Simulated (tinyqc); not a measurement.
Electron continuity equation in a given potential, Scharfetter-Gummel discretisation: current and errors against the applied potential.

Steady state in one dimension: J = q mu n E + q D dn/dx with E = -dpsi/dx and D = mu Vt, dJ/dx = 0, fixed densities nL and nR at the ends. The potential is given, psi = U (x/L)^2, and is not changed by the electrons.

12 equal intervals. Fluxes J_i = (q D/h)(n_(i+1) P_i - n_i Q_i), d_i = (psi_(i+1) - psi_i)/Vt: Scharfetter-Gummel P = B(d), Q = B(-d), B(d) = d/(exp(d) - 1); central P = 1 - d/2, Q = 1 + d/2; upwind P = 1 + max(-d, 0), Q = 1 + max(d, 0). Balance at each inner node: J_i - J_(i-1) = 0. The reference is Scharfetter-Gummel on 4000 intervals or more. Errors are those of J on the first interval against the reference at its midpoint; errors under 1e-6 % are printed as 0.

Inputs (values chosen for the exercise); mobility that of a made-up semiconductor: temperature T = 300 K; electron mobility mu = 3200 cm^2/(V s); length of the region L = 0.11 um; density at x = 0 nL = 2.9e12 cm^-3; density at x = L nR = 3.4e13 cm^-3.

Constants: q = 1.602176634e-19 C, kB = 1.380649e-23 J/K, Vt = kB T/q. Results are converted to the units shown.

Result of one run:

| U (V) | largest \|d\| | reference J (A/cm^2) | SG error (%) | central error (%) | upwind error (%) | most negative central n (cm^-3), 0 if none |
|---|---|---|---|---|---|---|
| 0.68 | 4.201 | -20.22 | 3.08 | 2.31 | 10.8 | -1.16e13 |

What becomes of these results when the potential difference psi(L) - psi(0) U is changed from 0.68 to 0.062 V, all else the same?

Result of the changed run:

| U (V) | largest \|d\| | reference J (A/cm^2) | SG error (%) | central error (%) | upwind error (%) | most negative central n (cm^-3), 0 if none |
|---|---|---|---|---|---|---|
| 0.062 | 0.3831 | 0.4113 | 0.278 | -26.0 | 521 | 0 |

The whole series:

| U (V) | largest \|d\| | reference J (A/cm^2) | SG error (%) | central error (%) | upwind error (%) | most negative central n (cm^-3), 0 if none |
|---|---|---|---|---|---|---|
| 0.016 | 0.09885 | 22.45 | 0.0717 | 0.0185 | 4.41 | 0 |
| 0.062 | 0.3831 | 0.4113 | 0.278 | -26.0 | 521 | 0 |
| 0.16 | 0.9885 | -9.577 | 0.718 | 1.18 | -3.65 | 0 |
| 0.31 | 1.915 | -13.65 | 1.40 | 1.05 | 6.08 | 0 |
| 0.47 | 2.904 | -16.81 | 2.12 | 1.59 | 8.46 | -5.78e12 |
| 0.68 | 4.201 | -20.22 | 3.08 | 2.31 | 10.8 | -1.16e13 |
| 0.93 | 5.746 | -23.65 | 4.23 | 3.16 | 13.3 | -1.60e13 |
| 1.4 | 8.650 | -29.02 | 6.43 | 4.79 | 17.6 | -2.08e13 |

The reference current falls from 22.5 to -29.0 A/cm^2. The largest errors in size are 6.4 % (Scharfetter-Gummel), 26 % (central) and 520 % (upwind). Central differences give negative densities for U = 0.47, 0.68, 0.93, 1.4 V; these rows have |d| above 2, which makes negative values possible though not certain.

Range of the model: The drift velocity mu E exceeds 1e7 cm/s somewhere, where real mobilities no longer stay constant.

Numbers from tinyqc (`OMP_NUM_THREADS=1 python tinyqc.py 2220055 2220056 out.jsonl`; about 0.01 s on one thread of a shared Intel Xeon 2.30GHz).
